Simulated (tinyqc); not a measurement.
# Long-channel MOSFET, surface-potential model: effect of the temperature

n-channel transistor on a uniformly doped p-type body, gradual-channel approximation, constant mobility, Boltzmann statistics, full ionisation. Potentials are counted from the neutral body; V is the electron quasi-Fermi potential, Vsb at the source and Vsb + Vds at the drain. Charges are magnitudes per area.

Nc and Nv are given at 300 K and scale as (T/300 K)^1.5; Eg, Vfb and mu are held fixed. ni = sqrt(Nc Nv) exp(-Eg/(2 Vt)), Eg in volts; phiF = Vt ln(Na/ni); Cox = eps0 eox/tox; gamma = sqrt(2 q eps0 eps_r Na)/Cox. The surface potential psi at channel potential V solves Vgs + Vsb - Vfb - psi = gamma sqrt(G), G = psi - Vt + Vt exp((psi - 2 phiF - V)/Vt). Charge sheet: Qi = Cox gamma [sqrt(G) - sqrt(psi - Vt)]; I = mu (W/L) [integral of Qi dpsi from psi_0 to psi_L (drift) + Vt (Qi0 - QiL) (diffusion)], with psi_0 at V = Vsb and psi_L at V = Vsb + Vds. VT = Vfb + 2 phiF + gamma sqrt(2 phiF + Vsb), m = 1 + gamma/(2 sqrt(2 phiF + Vsb)). The swing is 20 mV/log10[I(VT - 0.14 V)/I(VT - 0.16 V)] of the charge-sheet current at the given Vds.

Values chosen for this exercise; material values close to those of silicon: band gap Eg = 1.11 eV; relative permittivity of the semiconductor eps_r = 11.7; conduction-band density of states at the reference temperature Nc = 2.75e19 cm^-3; valence-band density of states at the reference temperature Nv = 2.61e19 cm^-3; acceptor density of the body Na = 3.1e15 cm^-3; relative permittivity of the gate insulator eox = 3.87; insulator thickness tox = 14 nm; flat-band voltage Vfb = -0.82 V; channel mobility mu = 460 cm^2/(V s); gate width W = 5 um; gate length L = 2 um; source-body reverse bias Vsb = 0.3 V; gate-source voltage Vgs = 0.37 V; drain-source voltage Vds = 1.2 V.

Constants: q = 1.602176634e-19 C, kB = 1.380649e-23 J/K, Vt = kB T/q, eps0 = 8.8541878128e-14 F/cm where lengths are in cm. Results are converted to the units shown.

The same in every row: gamma (V^0.5) = 0.1311.

Effect of the temperature:

| T (K) | VT (V) | m | swing (mV/decade) | I at Vgs, Vds (uA) |
|---|---|---|---|---|
| 220 | 0.1004 | 1.063 | 47.11 | 4.353 |
| 250 | 0.04432 | 1.065 | 53.76 | 6.513 |
| 280 | -0.01284 | 1.066 | 60.50 | 9.158 |
| 310 | -0.07099 | 1.068 | 67.34 | 12.30 |
| 340 | -0.1301 | 1.070 | 74.33 | 15.96 |

As T goes from 220 to 340 K, VT falls from 0.100 to -0.130 V, the swing rises from 47.1 to 74.3 mV a decade and the current rises from 4.35 to 16.0 uA. The swing is 1.5 % above m Vt ln 10 in the first row and 2.9 % above it in the last. In every row the mobility is held fixed, though a real channel mobility changes with T and would alter the trend of the current.

Computed by the program tinyqc: `OMP_NUM_THREADS=1 python tinyqc.py 2360099 2360100 out.jsonl`, one thread of a shared Intel Xeon 2.30GHz, about 0.04 s for the whole run.
